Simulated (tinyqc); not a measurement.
Worked calculation: Hubbard ring of 6 sites. Computed by tinyqc, a small Python program that keeps every step. Settings: hopping = 0.73, U = 3.6, mixing = 0.2, iteration cap = 58. Command: `OMP_NUM_THREADS=1 python tinyqc.py 22493 22494 out.jsonl` (the two numbers bound the seeds that draw the settings). One thread of a shared host (Intel(R) Xeon(R) Processor @ 2.60GHz), about 0.2 s of CPU time with the checks. Later iterations appear only in the table of the cycle.

## Mean-field iteration 1

one-body matrix (hopping and site energies) (eV), lower triangle:
```
          1         2         3         4         5        6
1  -0.04000
2  -0.73000  -0.06000
3   0.00000  -0.73000   0.13000
4   0.00000   0.00000  -0.73000  -0.83000
5   0.00000   0.00000   0.00000  -0.73000  -0.66000
6  -0.73000   0.00000   0.00000   0.00000  -0.73000  0.60000
```

U = 3.60000 eV

electrons, up and down: 2  1

mixing = 0.20000

n(up) at the start (a guess, not normalised): 1 0.33300, 2 0.33300, 3 0.33300, 4 0.33300, 5 0.33300, 6 0.33300

n(down) at the start (a guess): 1 0.16700, 2 0.16700, 3 0.16700, 4 0.16700, 5 0.16700, 6 0.16700

H(up) = T + U n(down), H(down) = T + U n(up); fill the lowest levels; n(new) = n + mixing (n(out) - n); E = tr T (rho up + rho down) + U sum n_up n_down of the output.

levels, up (eV): -1.21059  -0.39875  -0.13665  0.92806  1.48554  2.07959

levels, down (eV): -0.61299  0.19885  0.46095  1.52566  2.08314  2.67719

energy = -3.13019 eV

n(up) after iteration 1: 1 0.34206, 2 0.35826, 3 0.29978, 4 0.36969, 5 0.34865, 6 0.27995

n(down) after iteration 1: 1 0.14013, 2 0.14267, 3 0.15541, 4 0.22219, 5 0.19741, 6 0.14378

## Mean-field iteration 2

As before.

levels, up (eV): -1.11576  -0.43845  -0.12270  0.95795  1.43895  2.02578

levels, down (eV): -0.55898  0.25219  0.42918  1.58033  2.00288  2.62864

energy = -3.19791 eV

n(up) after iteration 2: 1 0.35236, 2 0.37806, 3 0.27184, 4 0.39276, 5 0.36443, 6 0.23927

n(down) after iteration 2: 1 0.12028, 2 0.12446, 3 0.14948, 4 0.25755, 5 0.22121, 6 0.12830

## Convergence

Each step fills the lowest levels of T + U n(other spin) and sets n(new) = n + mixing (n(out) - n); stop when output and input agree to 1e-8.

Course of the cycle:
```
iteration      E (eV)  largest |n(out) - n(in)|  mean |n_up - n_down|
1          -3.1301866                  2.76e-01               0.16667
2          -3.1979052                  2.03e-01               0.16667
3          -3.2354664                  1.56e-01               0.16667
4          -3.2580222                  1.21e-01               0.16935
5          -3.2720041                  9.35e-02               0.17685
6          -3.2811871                  7.25e-02               0.18366
7          -3.2878206                  5.95e-02               0.18990
8          -3.2932224                  5.29e-02               0.19565
9          -3.2981940                  4.80e-02               0.20098
10         -3.3032786                  4.84e-02               0.20596
11         -3.3089032                  5.14e-02               0.21062
...               ...                       ...                   ...
48         -3.5955059                  2.24e-02               0.43409
49         -3.5957456                  2.04e-02               0.43421
50         -3.5959444                  1.85e-02               0.43430
51         -3.5961094                  1.68e-02               0.43437
52         -3.5962463                  1.52e-02               0.43442
53         -3.5963600                  1.38e-02               0.43445
54         -3.5964544                  1.26e-02               0.43447
55         -3.5965329                  1.14e-02               0.43448
56         -3.5965981                  1.03e-02               0.43448
57         -3.5966523                  9.38e-03               0.43447
58         -3.5966974                  8.51e-03               0.43446
```

Not converged within 58 iterations: the residual falls steadily but slowly, by a factor of about 0.91 a step. The lowest mean-field energy found from random starts is -3.59755 eV. Reruns (cap 100 unless said): mixing 0.5: converged in 80 to a higher stationary point (E = -3.59692); mixing 0.9: not converged; the original settings with a cap of 400: converged in 207 to a higher stationary point (E = -3.59692).

## Exact diagonalisation (90 states)

Lowest levels of the sector, and the double occupancy of the lowest state.

lowest levels (eV): -3.85971  -3.62860  -3.54958  -3.17454  -3.09230  -2.66790

double occupancy per site = 0.01536

## The lowest level by Lanczos steps

From a random start vector (not printed): a_j = <q_j|H|q_j>, b_j = norm of the remainder after orthogonalising; the Ritz value is the lowest eigenvalue of the tridiagonal matrix of a and b so far.

Lanczos:
```
j   a_j (eV)  b_j (eV)  lowest Ritz value (eV)
1   -0.63310   2.74864              -0.6330951
2    0.91608   2.92225              -2.7142044
3    1.53962   2.74300              -3.4619671
4    1.54390   2.27026              -3.7361851
5    1.83041   2.37395              -3.8056571
6    1.65677   2.74416              -3.8251244
7    1.60697   2.68118              -3.8342314
8    0.87754   2.63582              -3.8404906
9    1.21523   2.53125              -3.8464060
10   0.90588   2.25867              -3.8525526
```
